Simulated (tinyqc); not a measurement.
Comparisons within one model: Slater-Koster d bands of a bcc metal. A value that a table varies takes the place of the one given here.

Slater-Koster d bands. For a bond with direction cosines (l, m, n) the 5 x 5 block is dds Ps + ddp Pp + ddd (1 - Ps - Pp), the projectors on sigma, pi and delta states about the bond; for instance <xy|xy> = 3 l^2 m^2 dds + (l^2 + m^2 - 4 l^2 m^2) ddp + (n^2 + l^2 m^2) ddd, <xy|yz> = 3 l m^2 n dds + l n (1 - 4 m^2) ddp + l n (m^2 - 1) ddd and <3z2-r2|3z2-r2> = (n^2 - (l^2 + m^2)/2)^2 dds + 3 n^2 (l^2 + m^2) ddp + (3/4)(l^2 + m^2)^2 ddd. H(k) sums the blocks times cos(k.R) over the neighbours; the d level is the zero of energy; k in 2 pi/a.

Neighbours: eight at (a/2)(1,1,1) and equivalents, and six at a(1,0,0) and equivalents with the integrals times f2.

Mesh: k = f1 b1 + f2 b2 + f3 b3 with fractions (j + 1/2)/N, j = 0 to N - 1, and b = (-1,1,1), (1,-1,1), (1,1,-1) for fcc, (0,1,1), (1,0,1), (1,1,0) for bcc, unit vectors for simple cubic. The lowest Nd/10 of all levels are filled with two electrons each; the bond energy is their sum per atom.

Parameters, chosen for this exercise (of the size met in Nb; the results hold for these values, not for the real material):
```
symbol  value   unit  meaning
dds     -1.261  eV    dd sigma
ddp     0.593   eV    dd pi
ddd     -0.227  eV    dd delta
f2      0.487         factor on all three integrals for second neighbours
N       10            mesh
```

## Band filling: full bands against the rectangular model

W = sqrt(12 mu2) with mu2 the mean square level on the mesh; rectangular model: Fermi level W (Nd/10 - 1/2), bond energy -W Nd (10 - Nd)/20. The Fermi level of the mesh is the highest filled level.

Per atom (eV):
```
Nd  EF, bands  bond energy, bands  EF, rectangle  bond energy, rectangle
1      -2.823              -3.108         -2.945                  -3.313
2      -2.401              -5.675         -2.209                  -5.889
3      -1.898              -7.918         -1.472                  -7.730
4      -0.934              -9.370         -0.736                  -8.834
5       0.498              -9.330          0.000                  -9.202
6       1.046              -8.508          0.736                  -8.834
7       1.497              -7.247          1.472                  -7.730
8       1.914              -5.577          2.209                  -5.889
9       2.688              -3.297          2.945                  -3.313
```

W = 7.362 eV
full width on the mesh = 8.503 eV

The bond energy is deepest at Nd = 4 (-9.370 eV); the rectangle has its minimum at 5. The two differ most at Nd = 4, by 0.536 eV or 6 % of the deepest value: the second moment fixes the parabola, and higher moments the rest. At Nd = 3 and 7 the bands give -7.918 and -7.247 eV, a skew towards less than half filling.

## Which lattice a d-band metal prefers

fcc has twelve neighbours, bcc eight and six (the six times f2), simple cubic six. The integrals of bcc and sc are scaled so that all three have the second moment of fcc, which stands for equal repulsion (structural energy difference theorem). s and p electrons are left out.

Bond energy per atom:
```
Nd  fcc (eV)  bcc - fcc (meV)  sc - fcc (meV)
1     -3.766              258            -446
2     -6.577              173            -186
3     -8.668             -267             248
4    -10.101             -473             786
5    -10.583               54             991
6    -10.019              417             704
7     -8.557              379             137
8     -6.440              147            -324
9     -3.568             -152            -644
```

scale factors: bcc 1.1285, sc 1.4142

mu3/mu2^1.5: fcc -0.065, bcc -0.066, sc 0.000

mu4/mu2^2: fcc 1.761, bcc 1.686, sc 2.680

largest change of a difference when N is raised to 14 = 32 meV

fcc is lowest for Nd = 5, 6 and 7. bcc is lowest for Nd = 3 and 4. sc is lowest for Nd = 1, 2, 8 and 9. bcc gains most on fcc at Nd = 4 (-473 meV). A small fourth moment marks a two-peaked band, which tends to favour fillings near one half; bcc has -4 % against fcc, and at Nd = 5 it lies +54 meV from fcc, which the fourth moment alone does not explain (differences of a few tens of meV are within the error of the mesh; hcp is left out, and this d-only model can miss the lattice of the real metal). The third moments, from three-membered rings, skew the bands. That simple cubic wins anywhere comes from keeping d bands and equal second moments alone; no transition metal takes it. Differences below about 32 meV are within the error of this mesh, and the s and p electrons left out weigh most where the d band is nearly empty or full.

## What each integral does

Levels at Gamma, E(t2g) = (8/3) dds + (16/9) ddp + (32/9) ddd + f2 (4 ddp + 2 ddd), E(eg) = (16/3) ddp + (8/3) ddd + f2 (3 dds + 3 ddd), and W = sqrt(12 mu2), the width of a rectangular band with the same second moment mu2 = z (dds^2 + 2 ddp^2 + 2 ddd^2)/5, z = 8 + 6 f2^2. Each row changes one parameter from the base and keeps the others.

Results:
```
case              t2g (eV)  eg (eV)  W (eV)
base               -2.1815   0.3834  7.3619
dds = -1.4501 eV   -2.6858   0.1071  8.1112
ddp = 0.504 eV     -2.5131  -0.0913  7.0556
ddd = -0.2611 eV   -2.3359   0.2426  7.4128
f2 = 0.4139        -2.3217   0.7097  7.2058
```

The largest shifts from the base row, up to three for each result and ties (the steps differ in size, so this ranks the rows, not the parameters). t2g (eV): dds -0.5043, ddp -0.3316, ddd -0.1545. eg (eV): ddp -0.4747, f2 +0.3263, dds -0.2763. W (eV): dds +0.7493, ddp -0.3063, f2 -0.1560. The ratio of the shifts of t2g and eg names the integral: it is the ratio of the coefficients in the two formulas.

tinyqc: `OMP_NUM_THREADS=1 python tinyqc.py 1480771 1480772 out.jsonl`; about 0.03 s, one thread, shared Intel(R) Xeon(R) Processor @ 2.30GHz.
